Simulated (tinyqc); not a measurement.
Thermal, flicker and telegraph noise of a field-effect transistor. Changing the overdrive V_ov. Computed by tinyqc, a small Python program. Command: `OMP_NUM_THREADS=1 python tinyqc.py 3004956 3004957 out.jsonl noise sweep`. One thread of a shared host (Intel(R) Xeon(R) Processor @ 2.30GHz), about 0.01 s of CPU time with the checks.

Strong inversion, threshold roll-off and channel-length modulation left out; noise sources are uncorrelated and are given as one-sided spectral densities.

Inputs (values chosen for the exercise, modelled on a silicon n-channel): width W = 3.6 micrometre; length L = 2300 nm; electrical oxide thickness t = 4.1 nm; mobility mu = 490 cm^2/(V s); saturation velocity v_s = 0.82 1e7 cm/s; thermal noise factor gamma = 1; oxide trap density N_t = 7.8e+16 1/(eV cm^3); oxide barrier phi = 2.6 eV; oxide mass m_ox = 0.31 m_0; Hooge parameter alpha_H = 0.00057; frequency f = 400 Hz; temperature T = 300 K.

Operating region: saturation. Flicker model: Hooge.

Constants: eps_0 = 8.8541878128e-12 F/m; hbar = 1.054571817e-34 J s; m_0 = 9.1093837015e-31 kg; e = 1.602176634e-19 C; k_B = 8.617333262e-05 eV/K; k_B = 1.380649e-23 J/K.

Method:
- C_ox = 3.9 eps_0/t; V_c = 2 v_s L/mu; I = W C_ox v_s V_ov^2/(V_ov + V_c); g_m = W C_ox v_s V_ov (V_ov + 2 V_c)/(V_ov + V_c)^2; g_d0 = mu C_ox (W/L) V_ov.
- Tunnelling length lambda = hbar/(2 sqrt(2 m_ox phi)); flat-band noise S_Vfb = e^2 k_B T lambda N_t/(W L C_ox^2 f). Hooge: S_I = I^2 alpha_H/(f N), N = W L C_ox V_ov/e (the source-end density).
- Thermal: S_I = 4 k_B T gamma g_d0; input-referred S_V = S_I/g_m^2; corner f_c where flicker equals thermal.
- Total input noise from 1 Hz to f_c: sqrt(S_V,thermal [f_c ln(f_c/1 Hz) + f_c - 1 Hz]).

One run for each value; columns: (1) overdrive V_ov (V); (2) input-referred thermal noise (nV/sqrt(Hz)); (3) corner frequency f_c (Hz); (4) flicker S_I/I^2 (1/Hz); (5) g_m (microsiemens):
```
(1)      (2)         (3)         (4)     (5)
0.20  11.768  4.8505e+05  1.6370e-11  124.32
0.25  10.625  7.4838e+05  1.3096e-11  153.95
0.32   9.515  1.2048e+06  1.0231e-11  194.49
0.40   8.637  1.8455e+06  8.1848e-12  239.55
0.50   7.867  2.8137e+06  6.5478e-12  294.03
0.63   7.174  4.3287e+06  5.1967e-12  361.94
0.79   6.589  6.5524e+06  4.1442e-12  441.27
1.00   6.071  9.9981e+06  3.2739e-12  538.82
```

Over the rows, input-referred thermal noise (nV/sqrt(Hz)) falls from 11.8 to 6.07 (exponent d ln y / d ln x -0.46 between the first rows and -0.35 between the last); corner frequency f_c (Hz) rises from 485000 to 1.00e7 (exponent d ln y / d ln x 1.9 between the first rows and 1.8 between the last); flicker S_I/I^2 (1/Hz) falls from 1.64e-11 to 3.27e-12 (exponent d ln y / d ln x about -1.00 throughout).
